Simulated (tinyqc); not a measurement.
# Stacked nanosheet transistor, parasitic resistance, capacitance and delay: what changes with what

Ns sheets share one contact on top; each has perimeter p = 2 (Ws + ts) and cross-section A = Ws ts; contact width Wc = Ws + 10 nm, stack height Hs = Ns pv. Sheet 1 is the top one. Contact length Lc = CPP - Lg - 2 Lsp, shared by two neighbouring gates. Source and drain sides are equal. The formulas are first-order estimates, not field solutions.

Parameters, values chosen for the exercise; values close to those of silicon logic devices:
- T = 300 K (temperature)
- Ns = 5 (number of sheets)
- Ws = 20 nm (sheet width)
- ts = 4 nm (sheet thickness)
- pv = 14 nm (vertical pitch of the sheets)
- rv = 43 ohm (vertical resistance between sheet levels)
- CPP = 51 nm (contacted gate pitch)
- Lg = 18 nm (gate length)
- Lsp = 5 nm (spacer length)
- ks = 5.5 (relative permittivity of the spacer)
- Hc = 20 nm (gate height above the channel stack)
- rc = 6.2e-10 ohm cm^2 (contact resistivity)
- re = 0.00028 ohm cm (resistivity of the source-drain epitaxy)
- te = 25 nm (current-carrying depth of the epitaxy)
- rx = 0.0013 ohm cm (resistivity of the extension)
- Lov = 1.5 nm (gate overlap)
- Cinv = 3 uF/cm^2 (inversion capacitance)
- vx = 1.5e7 cm/s (injection velocity)
- mu = 190 cm^2/(V s) (apparent mobility)
- VT = 0.3 V (threshold at zero drain voltage)
- dl = 0.029 V/V (barrier lowering)
- n = 1.15 (subthreshold factor)
- Cw = 0.22 fF (wire load)
- Vdd = 0.75 V (supply voltage)

Constants: q = 1.602176634e-19 C, kB = 1.380649e-23 J/K, eps0 = 8.8541878128e-12 F/m, Vt = kB T/q. Results are converted to the units shown.

Each table varies one quantity; the others keep the values above.

## Effect of the vertical resistance between sheet levels

Epitaxy sheet resistance Rsh = re/te, transfer length LT = sqrt(rc/Rsh), contact Rc = [sqrt(rc Rsh)/Wc] coth(Lc/(2 LT)); extension of one sheet Rx = rx Lsp/A. With N sheets: gate Cg = Cinv p N Lg; per side, plate Cp = ks eps0 [Wc (Hs + Hc) - N A]/Lsp, top fringe Cf = (2/pi) ks eps0 Wc ln(1 + Lg/(2 Lsp)), overlap Co = Cinv p N Lov. One sheet: I = p Q vx u/(1 + |u|^1.8)^(1/1.8), Q = Cinv n Vt ln(1 + exp((Vg' - VT + dl Vd')/(n Vt))), u = Vd' mu/(vx Lg), Vg' = Vgs - v, Vd' = Vds - 2 v, with the drop on each side v_j = Rc sum I + rv (sum over levels k = 2..j of the current of sheets k..Ns) + Rx I_j. Ieff = [I(Vgs = Vdd, Vds = Vdd/2) + I(Vdd/2, Vdd)]/2, total currents. With Cs = Cp + Cf + Co, the load of an inverter of two such devices driving an equal one is CL = 2 (Cg + 2 Cs) + 4 Cs + Cw (own drains counted twice for the Miller effect); delay CL Vdd/(2 Ieff).

The same in every row: Rc (ohm) = 193.8; Rx/N (ohm) = 162.5; CL (aF) = 752.5.

Effect of the vertical resistance between sheet levels:
```
rv (ohm),Ieff (uA),delay (ps)
0,179.4,1.573
50,168.1,1.679
100,158.4,1.782
200,142.9,1.975
400,122.5,2.303
800,101.1,2.790
```

What does the table show?

As rv goes from 0 to 800 ohm, Ieff falls from 179 to 101 uA, CL stays at 752 aF and the delay rises from 1.57 to 2.79 ps.

## Effect of the spacer length

Same model as above.

Effect of the spacer length:
```
Lsp (nm),Rc (ohm),Rx/N (ohm),Ieff (uA),CL (aF),delay (ps)
2,160.1,65.00,197.0,1026,1.954
3,169.5,97.50,187.5,874.6,1.749
4,180.6,130.0,178.4,798.4,1.678
5,193.8,162.5,169.6,752.5,1.664
6,209.7,195.0,160.9,721.8,1.682
8,253.6,260.0,144.0,683.2,1.779
10,326.0,325.0,126.8,660.0,1.952
12,464.8,390.0,107.4,644.4,2.249
```

What does the table show?

As Lsp goes from 2 to 12 nm, Ieff falls from 197 to 107 uA, CL falls from 1030 to 644 aF and the delay goes from 1.95 through a minimum of 1.66 (at Lsp = 5 nm among the rows listed) to 2.25 ps. A thin spacer costs capacitance, a thick one resistance and contact length, hence the minimum. For Lsp = 2 to 3 nm the spacer is under 3.5 nm, where leakage and breakdown between gate and contact would forbid it.

## Effect of the wire load

Same model as above.

The same in every row: Rc (ohm) = 193.8; Rx/N (ohm) = 162.5; Ieff (uA) = 169.6.

Effect of the wire load:
```
Cw (fF),CL (aF),delay (ps)
0.02,552.5,1.222
0.043,575.5,1.273
0.093,625.5,1.383
0.2,732.5,1.620
0.43,962.5,2.129
0.93,1462,3.234
2,2532,5.601
```

As Cw goes from 0.02 to 2 fF, Ieff stays at 170 uA, CL rises from 552 to 2530 aF and the delay rises from 1.22 to 5.60 ps.

Numbers from tinyqc (`OMP_NUM_THREADS=1 python tinyqc.py 2170158 2170159 out.jsonl`; about 0.1 s on one thread of a shared Intel Xeon 2.30GHz).
